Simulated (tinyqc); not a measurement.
Wafer bonding and layer transfer: bond energy, gap closing, particles, bonding of dissimilar wafers and hydrogen blisters: one step, computed by the program tinyqc. Command: `OMP_NUM_THREADS=1 python tinyqc.py 3028814 3028815 out.jsonl bond walk`. One thread of a shared host (Intel(R) Xeon(R) Processor @ 2.30GHz), about 0.01 s of CPU time with the checks.

gamma is the energy per area of each of the two surfaces; plates are isotropic.

Task: Does a shallow gap close? E' = E1/(1 - nu^2), equal wafers of thickness t1 assumed. A gap of radius R closes if h_g < h_c: h_c = R^2/sqrt((2/3) E' t1^3/gamma) for R > 2 t1 (plate bending), h_c = 3.6 sqrt(R gamma/E') for R < 2 t1 (local deformation).

Inputs (values chosen for the exercise, for model wafers):

| quantity | value | unit |
|---|---|---|
| Young's modulus E1 | 158 | GPa |
| Poisson ratio nu | 0.23 | - |
| thickness t1 | 625 | micrometre |
| radius of a shallow gap R | 0.11 | mm |
| half height of the gap h_g | 2 | nm |

bond energy gamma = 1.481839 J/m^2

Give: closable height h_c; h_g/h_c.

Result:

closable height h_c = 112.53 nm

h_g/h_c = 0.017773

The gap closes.
